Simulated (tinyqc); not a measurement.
From results back to parameters: eight-band Kane k.p model. Four cases, with inputs chosen for the exercise.

Problem. In the Kane model 1/m = A_r + Ep (Eg + 2 Dso/3)/(Eg (Eg + Dso)) and the Roth formula gives g* = 2 - 2 Ep Dso/(3 Eg (Eg + Dso)). The mass and the g factor below were computed from hidden Ep and Dso.

Case 1.

Values chosen (out of a larger set: near those of AlAs; not measured data): Eg = 3.114 eV (gap at Gamma to the s-like level); A_r = 1 (remote-band term in 1/m).

m = 0.1311996 m0
g* = 1.62802

Case 2.

Values chosen (out of a larger set: near those of InP; not measured data): Eg = 1.433 eV (gap at Gamma to the s-like level); A_r = 1 (remote-band term in 1/m).

m = 0.0662039 m0
g* = 1.31927

Case 3.

Values chosen (out of a larger set: near those of GaAs; not measured data): Eg = 1.436 eV (gap at Gamma to the s-like level); A_r = 0 (remote-band term in 1/m).

m = 0.0572807 m0
g* = -0.41015

Case 4.

Values chosen (out of a larger set: near those of GaAs; not measured data): Eg = 1.549 eV (gap at Gamma to the s-like level); A_r = 0 (remote-band term in 1/m).

m = 0.0623807 m0
g* = -0.02530

Find: X; Y; Ep; Dso.

Solution. Let X = 1/m - A_r and Y = (2 - g*)/2. Then X + Y = Ep/Eg and X - 2 Y = Ep/(Eg + Dso).

Case 1.

X = 6.622
Y = 0.186
Ep = 21.20 eV
Dso = 0.278 eV

Case 2.

X = 14.105
Y = 0.340
Ep = 20.70 eV
Dso = 0.109 eV

Case 3.

X = 17.458
Y = 1.205
Ep = 26.80 eV
Dso = 0.345 eV

Case 4.

X = 16.031
Y = 1.013
Ep = 26.40 eV
Dso = 0.336 eV

Computed by tinyqc, one run a case: `OMP_NUM_THREADS=1 python tinyqc.py N N+1 out.jsonl` with N = 1080670, 1080690, 1080740, 1080762; one thread of a shared Intel(R) Xeon(R) Processor @ 2.30GHz, about 0.09 s a run at most.
